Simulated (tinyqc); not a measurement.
What moves the results: Koster-Slater impurity in an sp3s* host. A value that a table varies takes the place of the one given here.

sp3s* tight binding, nearest neighbours only: anion (a) at 0, cation (c) at a/4 (1,1,1), orbitals s, px, py, pz, s* on each; k in units of 2 pi/a. With phases e_j = exp(i (pi/2) k.n_j) for n = (1,1,1), (1,-1,-1), (-1,1,-1), (-1,-1,1): g0 = (e1+e2+e3+e4)/4, g1 = (e1+e2-e3-e4)/4, g2 = (e1-e2+e3-e4)/4, g3 = (e1-e2-e3+e4)/4. The diagonal holds the levels Esa, Epa, Exa (s*) and Esc, Epc, Exc. Anion-cation block: <sa|sc> = Vss g0; <sa|xc> = Vsapc g1; <xa|sc> = -Vscpa g1; <xa|xc> = Vxx g0; <xa|yc> = <ya|xc> = Vxy g3, <xa|zc> = <za|xc> = Vxy g2, <ya|zc> = <za|yc> = Vxy g1; <s*a|xc> = Vxapc g1; <xa|s*c> = -Vpaxc g1; y and z take g2 and g3 in place of g1; s-s* and s*-s* vanish.

A defect on an anion site (a) shifts the s level there by Vs or the three p levels by Vp and leaves the rest. A level in the gap solves 1/Vs = G_s(E) (symmetry A1) or 1/Vp = G_p(E) (T2, threefold), with G(E) = (1/N^3) sum over k and bands of w/(E - e), where w is the weight of the state on the s orbital of that site, or the mean weight on its px, py, pz. Mesh: k = f1 (-1,1,1) + f2 (1,-1,1) + f3 (1,1,-1), f = (j + 1/2)/N, j = 0 to N - 1. Energies from the top of the valence band at Gamma; the s* orbital of the site is left as it is. An infinite shift removes the s or p orbitals, the model of the ideal vacancy: G(E) = 0.

Inputs chosen for the exercise (out of a larger set: near a published set for GaP; not measured data): p = (-8.108, 1.118, -2.185, 4.121, 8.525, 7.233, -7.466, 2.162, 5.148, 4.288, 6.271, 4.631, 5.09) eV (order Esa, Epa, Esc, Epc, Exa, Exc, Vss, Vxx, Vxy, Vsapc, Vscpa, Vxapc, Vpaxc); N = 5 (mesh); V = -22.1 eV (shift of the s level).

## Level against strength of the defect

Eg (smallest gap of the host) = 2.39513 eV

A dash: no level in the gap from 0 to Eg. The last row is the ideal vacancy.

Levels (eV above the valence band):

| shift (eV) | A1 | T2 |
|---|---|---|
| -40 | 1.471 | 2.229 |
| -20 | 1.698 | 2.331 |
| -12 | 1.894 | 2.394 |
| -8 | 2.045 | - |
| -5 | 2.193 | - |
| -3 | 2.306 | - |
| +3 | - | - |
| +5 | - | 0.268 |
| +8 | - | 0.792 |
| +12 | - | 1.219 |
| +20 | - | 1.595 |
| +40 | 0.582 | 1.856 |
| vacancy | 1.124 | 2.071 |

What can be read from the table?

A1: a level lies in the gap for the attractive shifts -3, -5, -8, -12, -20 and -40 eV and for the repulsive +40 eV; both branches tend to the vacancy level, 1.124 eV, which pins them. T2: a level lies in the gap for the attractive shifts -12, -20 and -40 eV and for the repulsive +5, +8, +12, +20 and +40 eV; both branches tend to the vacancy level, 2.071 eV, which pins them. A level passes the edges where the shift equals 1/G, a value that is sensitive to the mesh there: on this one 1/G(0) = 22.6 and 1/G(Eg) = -1.2 eV for s, 3.5 and -11.9 eV for p.

## Convergence with the mesh

The same level (G_s = 1/V) on meshes of growing size; a dash: no level from 0 to Eg.

Mesh:

| N | points | G_s(Eg/2) (1/eV) | level (eV) |
|---|---|---|---|
| 2 | 8 | -0.00556 | 1.6616 |
| 3 | 27 | -0.00467 | 1.6595 |
| 4 | 64 | -0.00449 | 1.6613 |
| 6 | 216 | -0.00447 | 1.6614 |
| 8 | 512 | -0.00447 | 1.6614 |

What does this show, and why?

Against N = 8, G at mid-gap is off by -0.00109 at N = 2 and 0.00000 1/eV at N = 6; the level moves by 0.0 meV from N = 6 to 8. Errors in G are magnified in the level by 1/|dG/dE|, and a level near a band edge needs the finest mesh, since the sum there is ruled by few points.

(tinyqc, `OMP_NUM_THREADS=1 python tinyqc.py 1480396 1480397 out.jsonl`, Intel(R) Xeon(R) Processor @ 2.30GHz, 1 thread, shared host, about 0.09 s.)
